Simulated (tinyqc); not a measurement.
# Hole mobility in a silicon inversion layer, empirical terms and Matthiessen rule, step by step

Program tinyqc, `OMP_NUM_THREADS=1 python tinyqc.py 2510101 2510102 out.jsonl`; Intel Xeon 2.30GHz, shared host, one thread, about 0.01 s. Printed values are rounded.

Inversion layer of sheet density Ns on a uniformly doped body. The mobility terms are empirical power laws with prefactors chosen for the exercise; adding their inverses (Matthiessen) is itself an approximation.

Parameters, values chosen for the exercise; material values close to those of silicon:
```
symbol    value        unit                                                meaning
T           300           K                                            temperature
Eg         1.12          eV                                               band gap
eps_r      11.6                         relative permittivity of the semiconductor
Nc      2.81e19       cm^-3                 conduction-band density of states at T
Nv      2.62e19       cm^-3                    valence-band density of states at T
Nb       1.2e17       cm^-3                                            body doping
Vsb           0           V                                      reverse body bias
eta      0.3333              weight of the inversion charge in the effective field
Cox        2.08     uF/cm^2                                       gate capacitance
Ap          127  cm^2/(V s)           phonon-limited mobility at 1 MV/cm and 300 K
As          533  cm^2/(V s)                  roughness-limited mobility at 1 MV/cm
gs            1                                     exponent of the roughness term
Ac         1800  cm^2/(V s)                                      Coulomb prefactor
Nit      1.1e12       cm^-2                                charge at the interface
Ns       3.2e12       cm^-2                                      inversion density
WL            1                                                          ratio W/L
Vd         0.01           V                                          drain voltage
I         0.619          uA                                measured linear current
```

Constants: q = 1.602176634e-19 C, kB = 1.380649e-23 J/K, Vt = kB T/q, eps0 = 8.8541878128e-14 F/cm where lengths are in cm. Results are converted to the units shown.

## Depletion charge and effective field

ni = sqrt(Nc Nv) exp(-Eg/(2 Vt)), Eg in volts; Ndep = sqrt(2 eps0 eps_r Nb (2 Vt ln(Nb/ni) + Vsb)/q); E = q (Ndep + eta Ns)/(eps0 eps_r), in MV/cm.

ni = 1.06149e10 cm^-3
Ndep = 1.13663e12 cm^-2
E = 0.343681 MV/cm

The depletion charge gives 51.6 % of the field.

## Mobility terms and their sum

With t = T/(300 K): muC = Ac (Ns/1e12 cm^-2) t/(Nb/1e17 cm^-3 + Nit/1e11 cm^-2), muP = Ap E^(-1/3) t^(-1.75), muS = As E^(-gs); 1/mu is the sum of the inverses.

terms (cm^2/(V s)): Coulomb 472.131, phonon 181.309, roughness 1550.86
mu = 120.798 cm^2/(V s)
shares of 1/mu (%): Coulomb 25.5856, phonon 66.6253, roughness 7.78908

The phonon term limits most.

## Iteration 1: inversion density for the measured current

Ns at the start = 1.6e12 cm^-2

I = (W/L) q Ns mu Vd. E = q (Ndep + eta Ns)/(eps0 eps_r) in MV/cm. With t = T/(300 K): muC = Ac (Ns/1e12 cm^-2) t/(Nb/1e17 cm^-3 + Nit/1e11 cm^-2), muP = Ap E^(-1/3) t^(-1.75), muS = As E^(-gs); 1/mu is the sum of the inverses. Ns(new) = I/((W/L) q mu Vd).

E = 0.260493 MV/cm
mu = 102.526 cm^2/(V s)
Ns after iteration 1 = 3.76830e12 cm^-2

## Iteration 2: inversion density for the measured current

As before.

E = 0.373228 MV/cm
mu = 122.428 cm^2/(V s)
Ns after iteration 2 = 3.15573e12 cm^-2

## Course of the iteration: inversion density for the measured current

Stop when Ns changes by less than 1e5 cm^-2, or after 120 iterations.

Course of the iteration:
```
iteration  Ns (cm^-2)  |change| (cm^-2)
1          3.76830e12           2.17e12
2          3.15573e12           6.13e11
3          3.20337e12           4.76e10
4          3.19795e12            5.42e9
5          3.19855e12            5.98e8
6          3.19848e12            6.63e7
7          3.19849e12            7.35e6
8          3.19849e12            8.14e5
9          3.19849e12            9.02e4
```

Converged in 9 iterations. At the end each change is about 0.11 times the one before, with alternating sign: linear convergence.

## Split C-V extraction

```
point  Vg (V)  Cgc (uF/cm^2)       I (uA)
0         0.1     2.24659e-4  6.44162e-10
1        0.15     8.60398e-4   9.45002e-9
2         0.2     0.00329229   1.38474e-7
3        0.25      0.0125564   2.02014e-6
4         0.3      0.0472948   2.89823e-5
5        0.35       0.170227   3.91143e-4
6         0.4       0.529463   0.00432700
7        0.45        1.17885    0.0298055
8         0.5        1.73400     0.106785
9        0.55        1.97702     0.229988
10        0.6        2.05210     0.372001
11       0.65        2.07264     0.516379
12        0.7        2.07807     0.656906
```

Q(Vg) is the trapezoid sum of Cgc from the first point (where Q is taken as 0); mu_eff = I/((W/L) Q Vd); mu_FE = (dI/dVg)/((W/L) Cox Vd) with a backward difference. Listed from point 4 on.

```
point  Q (uC/cm^2)  mu_eff (cm^2/(V s))  mu_FE (cm^2/(V s))
4       0.00202344              1.43233           0.0259251
5       0.00746148              5.24217            0.348232
6        0.0249537              17.3401             3.78447
7        0.0676616              44.0509             24.4986
8         0.140483              76.0127             74.0185
9         0.233258              98.5980             118.465
10        0.333986              111.382             136.551
11        0.437105              118.136             138.826
12        0.540873              121.453             135.122
```

At the last point mu_FE is 11 % above mu_eff.
